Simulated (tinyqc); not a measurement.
p-n heterojunction, non-linear Poisson equation by Newton steps, Boltzmann statistics: effect of the bias of side 1 against side 2.

One dimension, material 1 (p-type) at x < 0 and material 2 (n-type) at x > 0. Band edges: Ec = -psi in material 1 and -psi + dEc in material 2, Ev = Ec - Eg. Flat quasi-Fermi levels: 0 for holes, +V for electrons. n = Nc F((EFn - Ec)/Vt), p = Nv F((Ev - EFp)/Vt), with F(eta) = exp(eta) (Boltzmann statistics); full ionisation, no interface charge, classical densities; the doping types are chosen for the exercise.

Exact first integral: on each side D^2/(2 eps0 er) = G, G = q [Vt (nI_j - nI_b) + Vt (pI_j - pI_b) - C (psi_j - psi_b)], with C = -N1 or +N2, b the neutral end of that side, and nI, pI the densities themselves. D is continuous, so er1 G1(psi_j) = er2 G2(psi_j) fixes psi_j. Ends from Nv1 F((-psi_L - Eg1)/Vt) = N1 and Nc2 F((V + psi_R - dEc)/Vt) = N2. D is counted positive when psi rises towards material 2. Depletion (Anderson) capacitance C^2 = q eps0 er1 er2 N1 N2/(2 (er1 N1 + er2 N2)(psi_R - psi_L)). -dD/dV is the change of the displacement at the interface with both quasi-Fermi levels flat; it is the terminal capacitance only while neither side holds an inversion layer. n_j and p_j are densities at the interface.

Parameters, values chosen for the exercise; band and dielectric values those of a made-up pair: temperature T = 350 K; band gap of material 1 Eg1 = 1.7 eV; relative permittivity of material 1 er1 = 14.3; conduction-band density of states of material 1 Nc1 = 6.09e17 cm^-3; valence-band density of states of material 1 Nv1 = 1.16e19 cm^-3; band gap of material 2 Eg2 = 1.27 eV; relative permittivity of material 2 er2 = 13.6; conduction-band density of states of material 2 Nc2 = 8.44e17 cm^-3; valence-band density of states of material 2 Nv2 = 1.61e19 cm^-3; conduction-band offset Ec2 - Ec1 dEc = -0.41 eV; acceptor density of material 1 N1 = 8.6e16 cm^-3; donor density of material 2 N2 = 1.3e16 cm^-3.

Constants: q = 1.602176634e-19 C, kB = 1.380649e-23 J/K, Vt = kB T/q, eps0 = 8.8541878128e-14 F/cm where lengths are in cm. Results are converted to the units shown.

Results:

| V (V) | psi_R - psi_L (V) | psi_j - psi_L (V) | psi_R - psi_j (V) | D/q (cm^-2) | n_j in 1 (cm^-3) | p_j in 2 (cm^-3) | -dD/dV (nF/cm^2) | depletion C (nF/cm^2) |
|---|---|---|---|---|---|---|---|---|
| 0.3 | 0.7162 | 0.1136 | 0.6027 | 3.381e11 | 24.58 | 5.367e15 | 38.33 | 39.13 |
| -0.17 | 1.186 | 0.1718 | 1.014 | 4.390e11 | 2.896e-5 | 7.777e14 | 30.93 | 30.40 |
| -0.64 | 1.656 | 0.2308 | 1.425 | 5.222e11 | 3.492e-11 | 1.101e14 | 26.18 | 25.73 |
| -1.59 | 2.606 | 0.3502 | 2.256 | 6.595e11 | 3.826e-23 | 2.103e12 | 20.75 | 20.51 |
| -2.06 | 3.076 | 0.4092 | 2.667 | 7.178e11 | 4.632e-29 | 2.965e11 | 19.07 | 18.88 |
| -2.53 | 3.546 | 0.4683 | 3.078 | 7.717e11 | 5.606e-35 | 4.183e10 | 17.73 | 17.58 |
| -3 | 4.016 | 0.5274 | 3.489 | 8.221e11 | 6.786e-41 | 5.899e9 | 16.65 | 16.52 |

Estimate the missing row, V = -1.11 V.

Computed row:

| V (V) | psi_R - psi_L (V) | psi_j - psi_L (V) | psi_R - psi_j (V) | D/q (cm^-2) | n_j in 1 (cm^-3) | p_j in 2 (cm^-3) | -dD/dV (nF/cm^2) | depletion C (nF/cm^2) |
|---|---|---|---|---|---|---|---|---|
| -1.11 | 2.126 | 0.2898 | 1.836 | 5.941e11 | 4.224e-17 | 1.554e13 | 23.03 | 22.71 |

With this row back in the table: As V goes from 0.3 to -3, the total bending rises from 0.716 to 4.02 V and the sheet charge D/q rises from 3.38e11 to 8.22e11 cm^-2; the share of the bending in material 1 falls from 15.9 to 13.1 %. The capacitance departs most from the depletion formula at V = 0.3, where it is 2.0 % below it.

Computed by the program tinyqc: `OMP_NUM_THREADS=1 python tinyqc.py 2040130 2040131 out.jsonl`, one thread of a shared Intel Xeon 2.30GHz, about 0.04 s for the whole run.
